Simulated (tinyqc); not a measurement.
Circular transfer-length structure: two steps of the calculation.

A disc contact of radius r0 and a very wide ring contact from r1 = r0 + sp outwards lie on a thin layer; the metal has no resistance and the sheet resistance under the contacts equals Rsh.

Parameters, values chosen for the exercise:
```
symbol,value,unit,meaning
Rsh,500,ohm/sq,sheet resistance of the semiconductor layer
rc,6.9e-7,ohm cm^2,specific contact resistivity
r0,5.7,um,radius of the inner contact
sp,0.75,um,gap between the contacts
```

Question 1. The three parts of the resistance. Transfer length Lt = sqrt(rc/Rsh). R = (Rsh/2 pi) [(Lt/r0) I0(r0/Lt)/I1(r0/Lt) + ln(r1/r0) + (Lt/r1) K0(r1/Lt)/K1(r1/Lt)] with modified Bessel functions; for r0 >> Lt both ratios tend to 1.

Wanted: Lt; I0/I1; K0/K1; inner contact; gap; outer contact; R.

Answer 1.

Lt = 0.3715 um
I0/I1 = 1.034
K0/K1 = 0.9724
inner contact = 5.364 ohm
gap = 9.837 ohm
outer contact = 4.457 ohm
R = 19.66 ohm

The contacts make up 50.0 % of R.

Question 2. The large-radius form. Large radius: R = (Rsh/2 pi) [Lt (1/r0 + 1/r1) + ln(r1/r0)], and linearised for sp << r0: Rsh (sp + 2 Lt)/(2 pi r0).

Wanted: large-radius R; linearised R.

Answer 2.

large-radius R = 19.606 ohm
linearised R = 20.843 ohm

Numbers from tinyqc (`OMP_NUM_THREADS=1 python tinyqc.py 2760154 2760155 out.jsonl`; about 0.01 s on one thread of a shared Intel Xeon 2.30GHz).
